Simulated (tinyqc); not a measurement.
States in the gap of a film: thin (001) film in sp3s* tight binding with raised dangling bonds.

Planes alternate anion (a), cation (c) along [001], a/4 apart, starting with an anion; zero in-plane momentum; levels counted from the bulk Ev, the lower root of [[Epa, Vxx], [Vxx, Epc]]; no spin-orbit coupling. Block of s, pz, s*: from an anion to the cation above, Vss/2 (s,s), Vsapc/2 (s,z), -Vscpa/2 (z,s), Vxx/2 (z,z), Vxapc/2 (s*,z), -Vpaxc/2 (z,s*); to the cation below the same with the s-z and s*-z signs reversed. Block of u = (px + py)/sqrt2 and v = (px - py)/sqrt2: to the cation above (Vxx + Vxy)/2 for u and (Vxx - Vxy)/2 for v, to the cation below the reverse. Each surface atom has two dangling sp3 hybrids; raising both by dl adds (dl/2) [[1, t], [t, 1]] to its s, pz levels (t = -1 at the bottom face, +1 at the top) and dl to the one of u, v in whose plane the missing bonds lie (v for a bottom anion or a top cation, u for a top anion).

Values chosen for the exercise (out of a larger set: near a published set for InAs, fitted to gaps, whose masses and valley positions are rough; not measured data): p = (-9.61, 0.909, -2.73, 3.7, 7.388, 6.76, -5.561, 1.83, 4.438, 3.025, 5.457, 3.365, 3.929) eV (order Esa, Epa, Esc, Epc, Exa, Exc, Vss, Vxx, Vxy, Vsapc, Vscpa, Vxapc, Vpaxc); Nw = 28 (planes in the thicker film).

edges (eV): Gamma 0.36586, Delta 2.25874

Levels between 0 and the lower bulk edge, the largest weight on the two outer planes of both faces among them, and the nearest levels outside, for several shifts dl.

Film of Nw planes:

| dl (eV) | levels in the gap | at (eV) | surface weight | next above (eV) | next below (eV) |
|---|---|---|---|---|---|
| 0 | 1 | 0.314 | 0.23 | 0.8534 | -0.0352 |
| 1 | 0 | - | - | 0.4204 | -0.0352 |
| 2 | 1 | 0.044 | 0.20 | 0.5038 | -0.0352 |
| 3 | 1 | 0.139 | 0.19 | 0.5716 | -0.0352 |
| 5 | 1 | 0.280 | 0.17 | 0.6766 | -0.0352 |
| 10 | 0 | - | - | 0.4109 | -0.0352 |
| 30 | 0 | - | - | 0.4847 | -0.0352 |
| 100 | 0 | - | - | 0.5068 | -0.0352 |

Can the levels of the bare film be read as confined subbands?

No: with bare surfaces (dl = 0) 1 level lies in the bulk gap, with up to 23 % of the weight on the four outer planes, two a face, where an even spread gives 14 %: a state drawn out of a band edge by the surface, no confined subband, which would lie outside the bulk gap. The reruns show the bulk gap clear from dl = 10 eV on, and at dl = 30 eV the next level above lies -22.1 meV from its value at 100 eV. At dl = 1, 10 and 30 eV the next level above is more than 20 meV from its value at 100 eV, so the surface still acts on it. It is also clear at dl = 1 eV, between two surface states passing through.

tinyqc: `OMP_NUM_THREADS=1 python tinyqc.py 1482324 1482325 out.jsonl`; about 0.4 s, one thread, shared Intel(R) Xeon(R) Processor @ 2.30GHz.
